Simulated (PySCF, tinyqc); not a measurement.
Inside a calculation (part 1 of 2). Method: CIS on RHF in the 3-21g basis, for H3-, spin multiplicity 1. The basis has no diffuse functions, so it cannot describe the extra electron: this is an exercise in the method, not the real anion. The lowest restricted solution is unstable here: a spin-polarised one lies 0.0687 hartree lower (PySCF). Computed by tinyqc, a small Python program that keeps every step (integrals from PySCF). Settings: charge = -1, multiplicity = 1, basis = 3-21g, method = RHF, energy threshold = 1e-10, iteration cap = 57, orthogonalisation = symmetric, start = Wolfsberg-Helmholz matrix, DIIS depth = 6. Command: `OMP_NUM_THREADS=1 python tinyqc.py 24954 24955 out.jsonl` (the two numbers bound the seeds that draw the settings). One thread of a shared host (Intel(R) Xeon(R) Processor @ 2.60GHz), about 0.1 s of CPU time with the checks. The early iterations of the SCF are left out here.

## One-electron integrals

Geometry (angstrom):
```
atom         x         y         z
H     0.000000  0.000000  0.000000
H     0.000000  0.000000  1.105000
H     0.000000  0.970000  0.529000
```

Basis 3-21g: exponents (1/bohr^2) and contraction coefficients of normalised primitives:
```
element  l (shell)  exponent  coefficient
H            s (1)  5.447178     0.156285
H            s (1)  0.824547     0.904691
H            s (2)  0.183192     1.000000
```

Overlap, kinetic and nuclear-attraction integrals over the contracted functions; the nuclear repulsion is the sum of Za Zb / Rab.

nuclear repulsion = 1.42691742 hartree

overlap S, order 1H 1s, 1H 2s, 2H 1s, 2H 2s, 3H 1s, 3H 2s:
$$\begin{pmatrix}
1.000000 & 0.645899 & 0.142528 & 0.334054 & 0.142589 & 0.334105 \\
0.645899 & 1.000000 & 0.334054 & 0.670728 & 0.334105 & 0.670790 \\
0.142528 & 0.334054 & 1.000000 & 0.645899 & 0.131742 & 0.324870 \\
0.334054 & 0.670728 & 0.645899 & 1.000000 & 0.324870 & 0.659491 \\
0.142589 & 0.334105 & 0.131742 & 0.324870 & 1.000000 & 0.645899 \\
0.334105 & 0.670790 & 0.324870 & 0.659491 & 0.645899 & 1.000000
\end{pmatrix}$$

kinetic energy T (hartree), order 1H 1s, 1H 2s, 2H 1s, 2H 2s, 3H 1s, 3H 2s:
$$\begin{pmatrix}
1.549405 & 0.293152 & -0.049373 & 0.084825 & -0.049345 & 0.084853 \\
0.293152 & 0.274788 & 0.084825 & 0.135234 & 0.084853 & 0.135258 \\
-0.049373 & 0.084825 & 1.549405 & 0.293152 & -0.053970 & 0.079751 \\
0.084825 & 0.135234 & 0.293152 & 0.274788 & 0.079751 & 0.130927 \\
-0.049345 & 0.084853 & -0.053970 & 0.079751 & 1.549405 & 0.293152 \\
0.084853 & 0.135258 & 0.079751 & 0.130927 & 0.293152 & 0.274788
\end{pmatrix}$$

nuclear attraction V (hartree), order 1H 1s, 1H 2s, 2H 1s, 2H 2s, 3H 1s, 3H 2s:
$$\begin{pmatrix}
-2.678643 & -1.399551 & -0.342770 & -0.747328 & -0.342934 & -0.747446 \\
-1.399551 & -1.570086 & -0.744780 & -1.130752 & -0.744912 & -1.130858 \\
-0.342770 & -0.744780 & -2.668786 & -1.393353 & -0.314318 & -0.723789 \\
-0.747328 & -1.130752 & -1.393353 & -1.563698 & -0.723803 & -1.111698 \\
-0.342934 & -0.744912 & -0.314318 & -0.723803 & -2.668842 & -1.393388 \\
-0.747446 & -1.130858 & -0.723789 & -1.111698 & -1.393388 & -1.563734
\end{pmatrix}$$

core Hamiltonian H = T + V (hartree), order 1H 1s, 1H 2s, 2H 1s, 2H 2s, 3H 1s, 3H 2s:
$$\begin{pmatrix}
-1.129239 & -1.106400 & -0.392143 & -0.662504 & -0.392279 & -0.662593 \\
-1.106400 & -1.295298 & -0.659955 & -0.995518 & -0.660058 & -0.995600 \\
-0.392143 & -0.659955 & -1.119381 & -1.100202 & -0.368289 & -0.644038 \\
-0.662504 & -0.995518 & -1.100202 & -1.288910 & -0.644052 & -0.980770 \\
-0.392279 & -0.660058 & -0.368289 & -0.644052 & -1.119437 & -1.100236 \\
-0.662593 & -0.995600 & -0.644038 & -0.980770 & -1.100236 & -1.288946
\end{pmatrix}$$

## Two-electron integrals

Functions are numbered as in S; the eight-fold symmetry (ij|kl) = (ji|kl) = (kl|ij) leaves the list below.

Two-electron integrals (ij|kl) in chemists' order, unique and non-zero (hartree):
```
(11|11) 1.140145   (21|11) 0.611403   (21|21) 0.345152   (22|11) 0.626370
(22|21) 0.380329   (22|22) 0.482957   (31|11) 0.115252   (31|21) 0.067748
(31|22) 0.079418   (31|31) 0.020823   (32|11) 0.184774   (32|21) 0.115330
(32|22) 0.154176   (32|31) 0.039181   (32|32) 0.091718   (33|11) 0.476443
(33|21) 0.304312   (33|22) 0.430270   (33|31) 0.115252   (33|32) 0.305991
(33|33) 1.140145   (41|11) 0.305991   (41|21) 0.174029   (41|22) 0.194178
(41|31) 0.039181   (41|32) 0.068402   (41|33) 0.184774   (41|41) 0.091718
(42|11) 0.377383   (42|21) 0.231906   (42|22) 0.303603   (42|31) 0.059077
(42|32) 0.126393   (42|33) 0.377383   (42|41) 0.126393   (42|42) 0.217271
(43|11) 0.304312   (43|21) 0.193178   (43|22) 0.271069   (43|31) 0.067748
(43|32) 0.174029   (43|33) 0.611403   (43|41) 0.115330   (43|42) 0.231906
(43|43) 0.345152   (44|11) 0.430270   (44|21) 0.271069   (44|22) 0.380122
(44|31) 0.079418   (44|32) 0.194178   (44|33) 0.626370   (44|41) 0.154176
(44|42) 0.303603   (44|43) 0.380329   (44|44) 0.482957   (51|11) 0.115309
(51|21) 0.067781   (51|22) 0.079454   (51|31) 0.015799   (51|32) 0.028437
(51|33) 0.076299   (51|41) 0.036415   (51|42) 0.053019   (51|43) 0.048181
(51|44) 0.065608   (51|51) 0.020842   (52|11) 0.184819   (52|21) 0.115356
(52|22) 0.154207   (52|31) 0.028431   (52|32) 0.058729   (52|33) 0.165513
(52|41) 0.062959   (52|42) 0.108419   (52|43) 0.104577   (52|44) 0.144629
(52|51) 0.039205   (52|52) 0.091746   (53|11) 0.071833   (53|21) 0.045268
(53|22) 0.061262   (53|31) 0.014735   (53|32) 0.033544   (53|33) 0.105376
(53|41) 0.026675   (53|42) 0.049188   (53|43) 0.062094   (53|44) 0.073092
(53|51) 0.014741   (53|52) 0.033548   (53|53) 0.017776   (54|11) 0.164226
(54|21) 0.103560   (54|22) 0.142368   (54|31) 0.027748   (54|32) 0.060679
(54|33) 0.176826   (54|41) 0.057924   (54|42) 0.105635   (54|43) 0.110579
(54|44) 0.148581   (54|51) 0.035580   (54|52) 0.087253   (54|53) 0.035069
(54|54) 0.086722   (55|11) 0.476497   (55|21) 0.304344   (55|22) 0.430301
(55|31) 0.076274   (55|32) 0.165494   (55|33) 0.467056   (55|41) 0.167743
(55|42) 0.310794   (55|43) 0.298691   (55|44) 0.424705   (55|51) 0.115309
(55|52) 0.306040   (55|53) 0.105376   (55|54) 0.297170   (55|55) 1.140145
(61|11) 0.306040   (61|21) 0.174056   (61|22) 0.194209   (61|31) 0.036404
(61|32) 0.062954   (61|33) 0.167750   (61|41) 0.089648   (61|42) 0.122190
(61|43) 0.105856   (61|44) 0.145820   (61|51) 0.039205   (61|52) 0.068427
(61|53) 0.026678   (61|54) 0.061580   (61|55) 0.184819   (61|61) 0.091746
(62|11) 0.377427   (62|21) 0.231932   (62|22) 0.303635   (62|31) 0.053001
(62|32) 0.108409   (62|33) 0.310805   (62|41) 0.122185   (62|42) 0.203112
(62|43) 0.194621   (62|44) 0.268126   (62|51) 0.059108   (62|52) 0.126425
(62|53) 0.049192   (62|54) 0.119089   (62|55) 0.377427   (62|61) 0.126425
(62|62) 0.217311   (63|11) 0.164214   (63|21) 0.103553   (63|22) 0.142361
(63|31) 0.035564   (63|32) 0.087240   (63|33) 0.297170   (63|41) 0.061568
(63|42) 0.119077   (63|43) 0.169064   (63|44) 0.188737   (63|51) 0.027757
(63|52) 0.060687   (63|53) 0.035069   (63|54) 0.064023   (63|55) 0.176826
(63|61) 0.057928   (63|62) 0.105640   (63|63) 0.086722   (64|11) 0.308898
(64|21) 0.193245   (64|22) 0.265518   (64|31) 0.052328   (64|32) 0.119981
(64|33) 0.369459   (64|41) 0.107457   (64|42) 0.200226   (64|43) 0.227141
(64|44) 0.297722   (64|51) 0.052349   (64|52) 0.119998   (64|53) 0.053684
(64|54) 0.120647   (64|55) 0.369459   (64|61) 0.107472   (64|62) 0.200242
(64|63) 0.120647   (64|64) 0.210052   (65|11) 0.304344   (65|21) 0.193196
(65|22) 0.271087   (65|31) 0.048164   (65|32) 0.104565   (65|33) 0.298691
(65|41) 0.105850   (65|42) 0.194614   (65|43) 0.189891   (65|44) 0.267830
(65|51) 0.067781   (65|52) 0.174056   (65|53) 0.062094   (65|54) 0.169064
(65|55) 0.611403   (65|61) 0.115356   (65|62) 0.231932   (65|63) 0.110579
(65|64) 0.227141   (65|65) 0.345152   (66|11) 0.430301   (66|21) 0.271087
(66|22) 0.380141   (66|31) 0.065584   (66|32) 0.144610   (66|33) 0.424705
(66|41) 0.145807   (66|42) 0.268112   (66|43) 0.267830   (66|44) 0.376709
(66|51) 0.079454   (66|52) 0.194209   (66|53) 0.073092   (66|54) 0.188737
(66|55) 0.626370   (66|61) 0.154207   (66|62) 0.303635   (66|63) 0.148581
(66|64) 0.297722   (66|65) 0.380329   (66|66) 0.482957
```

## Orthogonalisation

S = U s U^T; symmetric (Loewdin) form X = U s^(-1/2) U^T, so that X^T S X = 1.

eigenvalues of S: [0.183313, 0.188824, 0.395458, 0.995975, 1.019943, 3.216487]

X, order 1H 1s, 1H 2s, 2H 1s, 2H 2s, 3H 1s, 3H 2s:
$$\begin{pmatrix}
1.244019 & -0.497876 & 0.010161 & 0.009914 & 0.010136 & 0.009909 \\
-0.497876 & 1.693166 & 0.008419 & -0.407669 & 0.008422 & -0.407789 \\
0.010161 & 0.008419 & 1.243963 & -0.496973 & 0.014502 & 0.009453 \\
0.009914 & -0.407669 & -0.496973 & 1.675839 & 0.009460 & -0.386115 \\
0.010136 & 0.008422 & 0.014502 & 0.009460 & 1.243963 & -0.496978 \\
0.009909 & -0.407789 & 0.009453 & -0.386115 & -0.496978 & 1.675935
\end{pmatrix}$$

## Iteration 9 (converged): orbitals

converged F (hartree), order 1H 1s, 1H 2s, 2H 1s, 2H 2s, 3H 1s, 3H 2s:
$$\begin{pmatrix}
0.515436 & -0.232396 & -0.276955 & -0.281409 & -0.277090 & -0.281488 \\
-0.232396 & -0.084386 & -0.252235 & -0.201720 & -0.252349 & -0.201779 \\
-0.276955 & -0.252235 & 0.574625 & -0.215428 & -0.160096 & -0.174862 \\
-0.281409 & -0.201720 & -0.215428 & -0.057483 & -0.174895 & -0.132046 \\
-0.277090 & -0.252349 & -0.160096 & -0.174895 & 0.574500 & -0.215459 \\
-0.281488 & -0.201779 & -0.174862 & -0.132046 & -0.215459 & -0.057521
\end{pmatrix}$$

Diagonalise F' = X^T F X, C = X C', fill 2 alpha and 2 beta electrons from the bottom; D = 2 C_occ C_occ^T. Each column has its largest component positive (the first on a tie).

F' = X^T F X (hartree):
$$\begin{pmatrix}
1.045740 & -0.600397 & -0.145136 & -0.111066 & -0.145285 & -0.111135 \\
-0.600397 & 0.538893 & -0.100352 & -0.161118 & -0.100428 & -0.161207 \\
-0.145136 & -0.100352 & 1.127319 & -0.669942 & -0.052888 & -0.021373 \\
-0.111066 & -0.161118 & -0.669942 & 0.527338 & -0.021384 & -0.062746 \\
-0.145285 & -0.100428 & -0.052888 & -0.021384 & 1.127158 & -0.669844 \\
-0.111135 & -0.161207 & -0.021373 & -0.062746 & -0.669844 & 0.527354
\end{pmatrix}$$

orbital energies (hartree): MO1 -0.288224, MO2 0.172644, MO3 0.439229, MO4 1.401016, MO5 1.571562, MO6 1.597575

coefficients C, order 1H 1s, 1H 2s, 2H 1s, 2H 2s, 3H 1s, 3H 2s:
$$\begin{pmatrix}
0.222880 & -0.000062 & 0.153405 & 1.123225 & -0.678985 & 0.001043 \\
0.335719 & -0.000357 & 1.229113 & -0.984803 & 0.924151 & -0.001675 \\
0.174415 & 0.169491 & -0.090626 & 0.477119 & 0.800463 & -0.926907 \\
0.219388 & 1.032461 & -0.654641 & -0.219633 & -0.766271 & 1.092161 \\
0.174503 & -0.169382 & -0.090747 & 0.477925 & 0.804762 & 0.922754 \\
0.219571 & -1.031920 & -0.655641 & -0.220655 & -0.771371 & -1.088426
\end{pmatrix}$$

D after iteration 9, order 1H 1s, 1H 2s, 2H 1s, 2H 2s, 3H 1s, 3H 2s:
$$\begin{pmatrix}
0.099351 & 0.149650 & 0.077726 & 0.097665 & 0.077807 & 0.098005 \\
0.149650 & 0.225414 & 0.116988 & 0.146569 & 0.117289 & 0.148164 \\
0.077726 & 0.116988 & 0.118296 & 0.426515 & 0.003455 & -0.273209 \\
0.097665 & 0.146569 & 0.426515 & 2.228215 & -0.273192 & -2.034491 \\
0.077807 & 0.117289 & 0.003455 & -0.273192 & 0.118283 & 0.426208 \\
0.098005 & 0.148164 & -0.273209 & -2.034491 & 0.426208 & 2.226139
\end{pmatrix}$$

## Convergence

Stop when the energy changes by less than 1e-10 hartree and every element of the error matrix X^T (F D S - S D F) X is below 3e-06.

Course of the cycle:
```
iteration  E (hartree)     change  largest element of the error matrix
1          -0.59097344          -                             5.77e-01
2          -1.27277589  -6.82e-01                             1.06e-01
3          -1.28967699  -1.69e-02                             1.75e-02
4          -1.29027117  -5.94e-04                             1.16e-03
5          -1.29027390  -2.73e-06                             4.87e-05
6          -1.29027392  -1.53e-08                             2.04e-05
7          -1.29027393  -1.18e-08                             1.50e-05
8          -1.29027394  -1.26e-08                             1.17e-06
9          -1.29027394  -4.46e-11                             3.50e-09
```

PySCF RHF in the same basis = -1.29027394 hartree

Converged in 9 iterations.

## Integrals over molecular orbitals

(pq|rs) = sum C_ip C_jq C_kr C_ls (ij|kl), one index at a time.

one-electron integrals over orbitals h = C^T H C (hartree):
$$\begin{pmatrix}
-1.582729 & -0.000053 & 0.036454 & -0.195150 & -0.085249 & 0.000270 \\
-0.000053 & -1.018882 & 0.000018 & 0.000119 & 0.000454 & 0.244192 \\
0.036454 & 0.000018 & -0.998874 & -0.087376 & 0.251518 & -0.000441 \\
-0.195150 & 0.000119 & -0.087376 & -0.206214 & -0.007981 & 0.000008 \\
-0.085249 & 0.000454 & 0.251518 & -0.007981 & -0.190229 & 0.000031 \\
0.000270 & 0.244192 & -0.000441 & 0.000008 & 0.000031 & -0.177615
\end{pmatrix}$$

Two-electron integrals over orbitals (pq|rs), unique and non-zero (hartree):
```
(11|11) 0.532380    (21|11) -0.000029   (21|21) 0.089435    (22|11) 0.425780
(22|21) 0.000082    (22|22) 0.429402    (31|11) 0.013767    (31|21) 0.000007
(31|22) -0.050682   (31|31) 0.099409    (32|11) 0.000010    (32|21) -0.051143
(32|22) -0.000031   (32|31) -0.000046   (32|32) 0.045383    (33|11) 0.433408
(33|21) -0.000051   (33|22) 0.358040    (33|31) 0.030177    (33|32) 0.000020
(33|33) 0.407396    (41|11) 0.103869    (41|21) -0.000031   (41|22) 0.043334
(41|31) 0.024762    (41|32) 0.000006    (41|33) 0.063035    (41|41) 0.076883
(42|11) -0.000057   (42|21) -0.004612   (42|22) -0.000037   (42|31) 2.51e-06
(42|32) 0.000885    (42|33) -0.000031   (42|41) -0.000042   (42|42) 0.016736
(43|11) 0.041216    (43|21) 2.14e-06    (43|22) 0.015295    (43|31) 0.014066
(43|32) -0.000007   (43|33) 0.025571    (43|41) 0.040660    (43|42) -3.14e-06
(43|43) 0.045805    (44|11) 0.492339    (44|21) -0.000086   (44|22) 0.358086
(44|31) 0.083736    (44|32) 0.000011    (44|33) 0.426650    (44|41) 0.121548
(44|42) -0.000049   (44|43) 0.063782    (44|44) 0.547906    (51|11) 0.021293
(51|21) -0.000103   (51|22) 0.050006    (51|31) -0.057041   (51|32) 0.000092
(51|33) -0.002363   (51|41) -0.012220   (51|42) -0.000055   (51|43) -0.035740
(51|44) -0.040204   (51|51) 0.072813    (52|11) -0.000210   (52|21) 0.036057
(52|22) -0.000137   (52|31) 0.000098    (52|32) -0.018544   (52|33) -0.000121
(52|41) -0.000095   (52|42) 0.016170    (52|43) 0.000034    (52|44) -0.000125
(52|51) -0.000240   (52|52) 0.043323    (53|11) -0.107298   (53|21) 0.000094
(53|22) -0.056254   (53|31) -0.019695   (53|32) -0.000039   (53|33) -0.063018
(53|41) -0.059897   (53|42) 0.000057    (53|43) -0.023532   (53|44) -0.111002
(53|51) -0.005343   (53|52) 0.000175    (53|53) 0.061442    (54|11) -0.034263
(54|21) -0.000151   (54|22) 0.040229    (54|31) -0.095759   (54|32) 0.000133
(54|33) -0.043787   (54|41) -0.049890   (54|42) -3.69e-06   (54|43) -0.040318
(54|44) -0.122489   (54|51) 0.075328    (54|52) -0.000189   (54|53) 0.031502
(54|54) 0.123763    (55|11) 0.508379    (55|21) -0.000481   (55|22) 0.430584
(55|31) -0.016786   (55|32) 0.000317    (55|33) 0.418718    (55|41) 0.110998
(55|42) -0.000131   (55|43) 0.042125    (55|44) 0.471697    (55|51) 0.041446
(55|52) -0.000562   (55|53) -0.107852   (55|54) -0.007852   (55|55) 0.533236
(61|11) -0.000064   (61|21) -0.049771   (61|22) -0.000161   (61|31) 0.000090
(61|32) 0.031785    (61|33) 0.000008    (61|41) 0.000031    (61|42) -0.019663
(61|43) 0.000042    (61|44) 0.000083    (61|51) 1.08e-06    (61|52) -0.048546
(61|53) -0.000071   (61|54) -0.000006   (61|55) 0.000300    (61|61) 0.062533
(62|11) -0.106064   (62|21) -0.000115   (62|22) -0.081835   (62|31) 0.033770
(62|32) 0.000050    (62|33) -0.057871   (62|41) -0.041072   (62|42) -0.000020
(62|43) 0.003566    (62|44) -0.060763   (62|51) -0.055588   (62|52) 0.000049
(62|53) 0.048070    (62|54) -0.033256   (62|55) -0.127289   (62|61) 0.000278
(62|62) 0.087502    (63|11) 0.000176    (63|21) 0.032049    (63|22) 0.000115
(63|31) 0.000061    (63|32) -0.015131   (63|33) 0.000097    (63|41) 0.000084
(63|42) 0.010059    (63|43) 0.000048    (63|44) 0.000173    (63|51) -0.000080
(63|52) 0.031939    (63|53) -0.000036   (63|54) -0.000148   (63|55) -0.000072
(63|61) -0.036504   (63|62) -0.000175   (63|63) 0.027132    (64|11) 0.000094
(64|21) -0.060773   (64|22) -0.000092   (64|31) 0.000122    (64|32) 0.034880
(64|33) 0.000109    (64|41) 0.000113    (64|42) -0.000851   (64|43) 0.000056
(64|44) 0.000257    (64|51) -4.20e-06   (64|52) -0.032700   (64|53) -0.000140
(64|54) -0.000043   (64|55) 0.000447    (64|61) 0.042890    (64|62) 0.000131
(64|63) -0.027878   (64|64) 0.050299    (65|11) 0.000022    (65|21) -0.105009
(65|22) -0.000012   (65|31) -0.000140   (65|32) 0.068577    (65|33) 0.000012
(65|41) -1.95e-06   (65|42) -0.014580   (65|43) -0.000088   (65|44) -0.000029
(65|51) 0.000335    (65|52) -0.068262   (65|53) -0.000144   (65|54) 0.000408
(65|55) 0.000798    (65|61) 0.091699    (65|62) 0.000145    (65|63) -0.054284
(65|64) 0.087790    (65|65) 0.169498    (66|11) 0.493890    (66|21) 0.000571
(66|22) 0.468722    (66|31) -0.076299   (66|32) -0.000333   (66|33) 0.389010
(66|41) 0.079753    (66|42) 0.000010    (66|43) 0.005490    (66|44) 0.396263
(66|51) 0.104302    (66|52) 0.000034    (66|53) -0.097082   (66|54) 0.075873
(66|55) 0.533355    (66|61) -0.000717   (66|62) -0.157294   (66|63) 0.000443
(66|64) -0.000543   (66|65) -0.000736   (66|66) 0.604398
```

## CIS matrix, singlets

A(ia,jb) = (e_a - e_i) d_ij d_ab + 2 (ia|jb) - (ij|ab).

CIS matrix A, singlet (hartree), order 1>3, 1>4, 1>5, 1>6, 2>3, 2>4, 2>5, 2>6:
$$\begin{pmatrix}
0.492864 & 0.008308 & -0.006784 & 0.000003 & -0.000040 & 0.000003 & 0.000103 & 0.035492 \\
0.008308 & 1.350668 & 0.009824 & -0.000032 & 0.000009 & 0.000003 & -0.000038 & -0.021371 \\
-0.006784 & 0.009824 & 1.497033 & -0.000020 & 0.000090 & 0.000041 & 0.000002 & -0.006167 \\
0.000003 & -0.000032 & -0.000020 & 1.516975 & 0.031522 & 0.021446 & 0.007917 & -0.000014 \\
-0.000040 & 0.000009 & 0.000090 & 0.031522 & -0.000689 & -0.013526 & 0.019167 & -0.000014 \\
0.000003 & 0.000003 & 0.000041 & 0.021446 & -0.013526 & 0.903758 & -0.007889 & 0.000053 \\
0.000103 & -0.000038 & 0.000002 & 0.007917 & 0.019167 & -0.007889 & 1.054981 & 0.000110 \\
0.035492 & -0.021371 & -0.006167 & -0.000014 & -0.000014 & 0.000053 & 0.000110 & 1.131211
\end{pmatrix}$$

## CIS singlet states

dipole integrals <i|r|a> (bohr), order 1>3, 1>4, 1>5, 1>6, 2>3, 2>4, 2>5, 2>6:
$$\begin{pmatrix}
0.000000 & -0.597118 & -1.004726 \\
0.000000 & 0.020468 & 0.034668 \\
0.000000 & 0.009061 & 0.015480 \\
0.000000 & -0.042854 & 0.025414 \\
0.000000 & 0.611319 & -0.362712 \\
0.000000 & 0.494090 & -0.293539 \\
0.000000 & 0.174363 & -0.103687 \\
0.000000 & -0.000639 & 0.000380
\end{pmatrix}$$

Diagonalise A (1 hartree = 27.211386 eV); each vector has its largest component positive (the first on a tie). The transition dipole is mu = sqrt2 sum c_ia <i|r|a>.

singlet excitation energies (eV): [-0.051587, 13.353976, 24.565756, 28.725644, 30.779034, 36.790419, 40.759801, 41.320424]

lowest vectors, order 1>3, 1>4, 1>5, 1>6, 2>3, 2>4, 2>5, 2>6:
$$\begin{pmatrix}
0.000084 & 0.998368 & 0.000000 & 0.000089 & 0.056328 & 0.006316 \\
-0.000008 & -0.011102 & -0.000015 & 0.000020 & 0.093925 & 0.993104 \\
-0.000060 & 0.006498 & -0.000070 & -0.000023 & 0.015272 & -0.070942 \\
-0.020866 & 0.000000 & -0.034784 & -0.015794 & 0.000004 & 0.000184 \\
0.999506 & -0.000086 & -0.014975 & 0.018353 & 0.000010 & 0.000005 \\
0.015266 & -0.000006 & 0.997745 & -0.055706 & 0.000184 & 0.000000 \\
-0.017856 & -0.000169 & 0.055407 & 0.998153 & 0.001454 & -0.000155 \\
0.000010 & -0.055634 & -0.000263 & -0.001457 & 0.993866 & -0.093121
\end{pmatrix}$$

oscillator strengths 2/3 w |mu|^2: [-0.001298, 0.891424, 0.399001, 0.047813, 0.005756, 0.001769]

A negative triplet energy shows that the restricted solution is unstable towards a spin-polarised one.

## CIS matrix, triplets

A(ia,jb) = (e_a - e_i) d_ij d_ab - (ij|ab).

CIS matrix A, triplet (hartree), order 1>3, 1>4, 1>5, 1>6, 2>3, 2>4, 2>5, 2>6:
$$\begin{pmatrix}
0.294045 & -0.041216 & 0.107298 & -0.000176 & 0.000051 & -0.000002 & -0.000094 & -0.032049 \\
-0.041216 & 1.196902 & 0.034263 & -0.000094 & -0.000002 & 0.000086 & 0.000151 & 0.060773 \\
0.107298 & 0.034263 & 1.351408 & -0.000022 & -0.000094 & 0.000151 & 0.000481 & 0.105009 \\
-0.000176 & -0.000094 & -0.000022 & 1.391909 & -0.032049 & 0.060773 & 0.105009 & -0.000571 \\
0.000051 & -0.000002 & -0.000094 & -0.032049 & -0.091456 & -0.015295 & 0.056254 & -0.000115 \\
-0.000002 & 0.000086 & 0.000151 & 0.060773 & -0.015295 & 0.870286 & -0.040229 & 0.000092 \\
-0.000094 & 0.000151 & 0.000481 & 0.105009 & 0.056254 & -0.040229 & 0.968334 & 0.000012 \\
-0.032049 & 0.060773 & 0.105009 & -0.000571 & -0.000115 & 0.000092 & 0.000012 & 0.956208
\end{pmatrix}$$
